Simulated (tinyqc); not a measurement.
## CMOS inverter, nodal equation and switching: energy per operation against supply voltage

An n-channel pull-down (bn, VTn) and a p-channel pull-up (bp, VTp) share the input Vin and the output node Vout, which carries the load C. Transistor (EKV form, voltages against the body): I = 2 n b Vt^2 [F(vp - Vs) - F(vp - Vd)] from drain to source, F(v) = ln^2(1 + exp(v/(2 Vt))), vp = (Vg - VT + sg |Vd - Vs|)/n. n-channel bodies are at 0; for the p-channel device all voltages are counted down from Vdd. b in uA/V^2 gives I in uA. Static: In = Ip. Transient: C dVout/dt = Ip - In. No velocity saturation, no gate capacitance beyond C.

For a step input the delay to Vdd/2 is tHL = C times the integral of dV/(In - Ip) from Vdd/2 to Vdd at Vin = Vdd, and tLH likewise with Ip - In from 0 to Vdd/2 at Vin = 0. A chain of 50 such gates sets the cycle time tc = 50 (tHL + tLH)/2; per gate and cycle the switching energy is 0.1 C Vdd^2 and the leakage energy Vdd Ileak tc, Ileak the mean supply current at Vin = 0 and Vdd.

Values chosen for this exercise: temperature T = 273 K; slope factor n = 1.22; drain-induced barrier lowering sg = 0.086; n-channel threshold VTn = 0.39 V; p-channel threshold (magnitude) VTp = 0.44 V; gain factor of the pull-down transistor bn = 360 uA/V^2; gain factor of the pull-up transistor bp = 180 uA/V^2; load capacitance C = 0.29 fF.

Constants: q = 1.602176634e-19 C, kB = 1.380649e-23 J/K, Vt = kB T/q. Results are converted to the units shown.

Result of one run:

| tc (ns) | switching (aJ) | leakage (aJ) | total (aJ) |
|---|---|---|---|
| 9175 | 1.160 | 1.105 | 2.265 |

Which supply voltage Vdd gave this result: 0.2, 0.5, 0.6 or 0.8 V?

Vdd = 0.2 V.

The whole series:

| Vdd (V) | tc (ns) | switching (aJ) | leakage (aJ) | total (aJ) |
|---|---|---|---|---|
| 0.15 | 4.507e4 | 0.6525 | 3.482 | 4.134 |
| 0.2 | 9175 | 1.160 | 1.105 | 2.265 |
| 0.25 | 1842 | 1.812 | 0.3225 | 2.135 |
| 0.3 | 373.6 | 2.610 | 0.09119 | 2.701 |
| 0.35 | 81.31 | 3.553 | 0.02690 | 3.579 |
| 0.4 | 20.80 | 4.640 | 0.009133 | 4.649 |
| 0.5 | 2.915 | 7.250 | 0.002159 | 7.252 |
| 0.6 | 0.9739 | 10.44 | 0.001167 | 10.44 |
| 0.8 | 0.3248 | 18.56 | 9.441e-4 | 18.56 |
| 1 | 0.1803 | 29.00 | 0.001191 | 29.00 |

The total energy goes from 4.13 through a minimum of 2.14 (at Vdd = 0.25 V among the rows listed) to 29.0 aJ, while the cycle time falls from 45100 to 0.180 ns. Leakage makes up 84 % of the total in the first row and 0.0041 % in the last. Below threshold the cycle lengthens exponentially and leakage flows for all of it, hence the minimum. At Vdd = 1 V the overdrive passes 0.5 V, where velocity saturation, left out here, would lengthen the delays of short devices. For Vdd = 0.15 to 0.4 V the supply is below a threshold, where mismatch, left out here, dominates margins and delay.

tinyqc, about 0.04 s, one thread, Intel Xeon 2.30GHz (shared host): `OMP_NUM_THREADS=1 python tinyqc.py 2340141 2340142 out.jsonl`
